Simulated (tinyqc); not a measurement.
# Modulation-doped quantum well, Poisson-Schroedinger loop with local exchange and correlation: effect of the temperature

A well of width L centred at z = 0 between barriers Vb; effective-mass electrons, parabolic bands. The electrons come from donor sheets outside the mesh, a share fL of Ns on the left and the rest on the right, so the structure is neutral. Energies are counted from the band edge of the well, with U = 0 on the first node in the Hartree part.

Schroedinger equation -C d/dz (1/m) dpsi/dz + (V0 + U) psi = E psi, C = hbar^2/(2 m0), on a fine mesh (400 intervals across the well) with hard walls 13.5 nm outside the well edges (to within half a fine step); the lowest 2 levels are kept. V0 = 0 in the well and Vb outside, plus q Fz z (1 kV/cm = 1e-4 eV/nm). N_k = D Vt ln(1 + exp((EF - E_k)/Vt)), D = md m0 q/(pi hbar^2), sum N_k = Ns; n = sum N_k |psi_k|^2. dU/dz = q (fL Ns - integral of n from the left)/(eps0 eps_r). Added to it: V_xc = -(2 Ry/(pi al rs)) [1 + 0.7734 (rs/21) ln(1 + 21/rs)] (Hedin-Lundqvist), al = (4/(9 pi))^(1/3), rs = (3/(4 pi n))^(1/3)/aB, aB = 4 pi eps0 eps_r hbar^2/(md m0 q^2), Ry = q/(8 pi eps0 eps_r aB) in eV. The loop is converged to 1e-9 eV; shares under 0.001 % are printed as 0.

Values chosen for this exercise; material values close to those of GaAs in AlGaAs: mass along z in the well mw = 0.067 m0; mass along z in the barriers mb = 0.0916 m0; in-plane mass md = 0.0662 m0; barrier height Vb = 0.248 eV; relative permittivity (all layers) eps_r = 13; well width L = 24 nm; sheet density of electrons Ns = 4.5e11 cm^-2; share of the donors on the left side fL = 0; applied field along z Fz = 0 kV/cm.

Constants: q = 1.602176634e-19 C, kB = 1.380649e-23 J/K, hbar = 1.054571817e-34 J s, m0 = 9.1093837015e-31 kg, Vt = kB T/q, eps0 = 8.8541878128e-14 F/cm where lengths are in cm, hbar^2/(2 m0) = 0.0380998212 eV nm^2. Results are converted to the units shown.

Effect of the temperature:

| T (K) | E2 - E1 (meV) | EF - E1 (meV) | share of E2 (%) | centroid (nm) | charge in the barriers (%) | range of U in the well (meV) |
|---|---|---|---|---|---|---|
| 4 | 24.5 | 16.3 | 0 | 4.46 | 1.22 | 50.8 |
| 20 | 24.5 | 16.3 | 0.0888 | 4.46 | 1.22 | 50.8 |
| 50 | 24.7 | 15.7 | 3.08 | 4.33 | 1.25 | 51.4 |
| 100 | 25.3 | 12.7 | 11.1 | 3.98 | 1.32 | 53.2 |
| 150 | 25.8 | 7.76 | 17.6 | 3.69 | 1.38 | 54.9 |
| 200 | 26.3 | 1.34 | 22.4 | 3.46 | 1.42 | 56.2 |
| 300 | 26.9 | -14.8 | 28.9 | 3.15 | 1.47 | 58.1 |
| 400 | 27.3 | -34.1 | 33.0 | 2.95 | 1.50 | 59.3 |

As T goes from 4 to 400, E2 - E1 rises from 24.5 to 27.3 meV, EF - E1 falls from 16.3 to -34.1 meV and the share of E2 rises from 0 to 33.0 %. EF stays below E2 throughout. For T = 300, 400 E2 holds over 8 % and the third level, left out, lies near enough to EF to take a share too.

Computed by the program tinyqc: `OMP_NUM_THREADS=1 python tinyqc.py 2140126 2140127 out.jsonl`, one thread of a shared Intel Xeon 2.30GHz, about 0.2 s for the whole run.
